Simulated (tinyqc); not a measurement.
Composition profile: interdiffusion in a binary couple: Darken equations, Kirkendall shift and Boltzmann-Matano analysis. Computed by tinyqc, a small Python program. Command: `OMP_NUM_THREADS=1 python tinyqc.py 3002402 3002403 out.jsonl darken walk`. One thread of a shared host (Intel(R) Xeon(R) Processor @ 2.30GHz), about 0.06 s of CPU time with the checks.

x is the mole fraction of B; the molar volume is constant, and the two halves are long enough to count as infinite.

Inputs (values chosen for the exercise, for a model alloy A-B):
```
quantity                        value   unit
tracer diffusivity D*_A(0)    1.8e-15  m^2/s
tracer diffusivity D*_B(0)    9.7e-15  m^2/s
slope k of ln D* with x            -2      -
regular-solution parameter W    -0.15     eV
temperature T                    1360      K
left composition x_L             0.29      -
right composition x_R            0.76      -
time t                          42000      s
```

Vacancy-wind correction: none.

Constants: k_B = 8.617333262e-05 eV/K.

Method:
- D*_i(x) = D*_i(0) exp(k x); thermodynamic factor Phi = 1 - 2 W x (1 - x)/(k_B T); intrinsic D_i = D*_i Phi; interdiffusion D~ = x D_A + (1 - x) D_B.
- With lambda = z/sqrt(t), the profile solves d/dlambda (D~ dx/dlambda) + (lambda/2) dx/dlambda = 0 with x = x_L and x_R far to the left and right; z = 0 is the original interface. It is solved as a boundary-value problem in y = lambda/sqrt(D~ at the mean composition) on -12 < y < 12 (collocation, tolerance 1e-8).
- The last column is the error-function profile for a constant D~ taken at the mean composition.

D~ at the mean composition = 3.1834e-15 m^2/s

Profile at time t:
```
y      z (um)        x  dx/dz (1/um)  x for constant D~
-3.0  -34.689  0.30897      0.001665            0.29797
-2.0  -23.126  0.33804      0.003526            0.32697
-1.5  -17.344  0.36212      0.004851            0.35788
-1.0  -11.563  0.39468      0.006464            0.40268
-0.5   -5.781  0.43741      0.008362            0.46006
0.0     0.000  0.49177      0.010456            0.52500
0.5     5.781  0.55799      0.012356            0.58994
1.0    11.563  0.63204      0.012861            0.64732
1.5    17.344  0.69990      0.009927            0.69212
2.0    23.126  0.74160      0.004496            0.72303
3.0    34.689  0.75950      0.000186            0.75203
```

What follows from these numbers?

At the original interface x = 0.4918, against the mean 0.5250. D~ is 0.187 times as large at x_R as at x_L, so the profile is flatter and reaches further on the left.
